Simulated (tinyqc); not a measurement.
## Voltage acceleration of oxide breakdown, four models on the same data: lifetime against voltage in four models

Field E = V/tox in MV/cm. Models: ln(t63/1 s) = a - c X with X = E (E model), -1/E (1/E model), ln V (power law, c the exponent n) or sqrt(E).

a and c were fitted to stress data from 6.1 to 8.1 V. Project to Vu, multiply by exp[(Ea q/kB)(1/Tu - 1/Ts)] and by ks; ten years are 3.15576e8 s.

Values chosen for this exercise: oxide thickness tox = 5.9 nm; stress temperature Ts = 423 K; use temperature Tu = 378 K; activation energy Ea = 0.67 eV; factor for area and percentile ks = 6.9e-6.

Constants: q = 1.602176634e-19 C, kB = 1.380649e-23 J/K. Results are converted to the units shown.

```
model	c	a
E	2.40637	35.4835
1/E	341.234	-22.2122
power	28.7995	62.7830
sqrt E	16.6705	64.2590
```

Result of one run:
```
log10 years, E	log10 years, 1/E	log10 years, power	log10 years, sqrt E
-2.340	4.284	0.2133	-1.208
```

Which use voltage Vu gave this result: 2.8, 3.41, 4.01, 4.62 or 5.84 V?

Vu = 3.41 V.

The whole series:
```
Vu (V)	log10 years, E	log10 years, 1/E	log10 years, power	log10 years, sqrt E
2.8	-1.259	9.870	2.678	0.4254
3.41	-2.340	4.284	0.2133	-1.208
4.01	-3.403	0.4478	-1.814	-2.677
4.62	-4.483	-2.431	-3.585	-4.062
5.23	-5.564	-4.638	-5.136	-5.358
5.84	-6.644	-6.385	-6.516	-6.580
6.44	-7.707	-7.780	-7.739	-7.722
7.05	-8.787	-8.954	-8.871	-8.829
```

The four agree within 0.17 decades in the last row, inside the stress range, and part by 11.1 decades in the first. The local exponent -d ln t/d ln V is c E for the E model, which shrinks as V falls, constant for the power law, and c/E for the 1/E model, which grows as V falls.

Range of the model: All four laws are empirical fits; none is established far below the stress range.

tinyqc, about 0.01 s, one thread, Intel Xeon 2.30GHz (shared host): `OMP_NUM_THREADS=1 python tinyqc.py 2070160 2070161 out.jsonl`
